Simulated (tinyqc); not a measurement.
Velocity overshoot from momentum and energy balance equations after a field step: one step, computed by the program tinyqc. Command: `OMP_NUM_THREADS=1 python tinyqc.py 3004628 3004629 out.jsonl overshoot walk`. One thread of a shared host (Intel(R) Xeon(R) Processor @ 2.30GHz), about 0.01 s of CPU time with the checks.

At t = 0 the field jumps from 0 to F in a uniform sample. v is the drift velocity and u = w - (3/2) k_B T the excess energy per carrier.

Problem. First four steps. dv/dt = e F/m - v/tau_m(u), du/dt = e F v - u/tau_E, tau_m(u) = tau_0/(1 + c u), tau_0 = m mu_0/e, c = mu_0/(e tau_E v_s^2); this choice gives the steady state v (1 + mu_0 F v/v_s^2) = mu_0 F, which saturates at v_s. Step: v_new = v + dt (e F/m - v/tau_m(u)), u_new = u + dt (e F v - u/tau_E). Start v = u = 0; the distance adds dt (v + v_new)/2.

Inputs (values chosen for the exercise, modelled on electrons in strained silicon except for tau_E):
```
quantity                      value   unit
energy relaxation time tau_E   0.38     ps
field after the step F          8.6  kV/cm
lattice temperature T           300      K
time step dt                     16     fs
```

Scheme: explicit Euler.

c = 52.19661 1/eV

tau_0 = 272.9102 fs

acceleration e F/m = 0.007562926 1e7 cm/s per fs

Give: Steps.

Solution.

Steps:
```
step  t (fs)  v (1e7 cm/s)     u (eV)  tau_m (fs)
1         16        0.1210          0       272.9
2         32        0.2349  1.665e-04       270.6
3         48        0.3420  4.827e-04       266.2
4         64        0.4425  9.331e-04       260.2
```

After the first step u is still 0, below the drift energy m v^2/2, because the explicit scheme uses the old v: an error of the finite time step.
